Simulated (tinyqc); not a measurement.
Ballistic Schottky-barrier transistor with a one-dimensional channel, WKB contacts: one step of the calculation.

Source Fermi level 0, drain Fermi level -Vd. Far from the contacts Ec = pn - psi, and the gate moves psi one to one; the band edges relax as exp(-x/lam) from pn at the source and pn - Vd at the drain; Ev = Ec - Eg. A carrier of energy w inside the channel band meets at a contact a barrier of height D (the contact edge beyond the channel edge): T = 1 for w >= D, else exp(-S), S = 4 lam sqrt(m/C) [sqrt(D - w) - sqrt(w) arctan sqrt((D - w)/w)], C = hbar^2/(2 m0). The two contacts combine as Ts Td/(Ts + Td - Ts Td).

Question. Transmission of one of the electrons. S and T at both contacts for w = w0, and the tunnelling distance lam ln(D/w) at the higher barrier.

Parameters, values chosen for the exercise; channel values close to those of a silicon nanowire with silicide contacts:
```
symbol,value,unit,meaning
mn,0.2,m0,electron mass
lam,4.4,nm,screening length at the contacts
w0,0.61,eV,energy of one carrier inside the channel band
```

Constants: q = 1.602176634e-19 C, hbar = 1.054571817e-34 J s, m0 = 9.1093837015e-31 kg, hbar^2/(2 m0) = 0.0380998212 eV nm^2. Results are converted to the units shown.

D for electrons (eV): source 0.85000000, drain 0.75000000

Wanted: S at the source; S at the drain; combined T; tunnelling distance.

Answer.

S at the source = 2.111
S at the drain = 1.017
combined T = 0.09976
tunnelling distance = 1.460 nm

Range of the model: No scattering, image-force lowering, channel charge or band-to-band tunnelling; parabolic kappa overstates S deep in the gap.

tinyqc, about 0.04 s, one thread, Intel Xeon 2.30GHz (shared host): `OMP_NUM_THREADS=1 python tinyqc.py 2390145 2390146 out.jsonl`
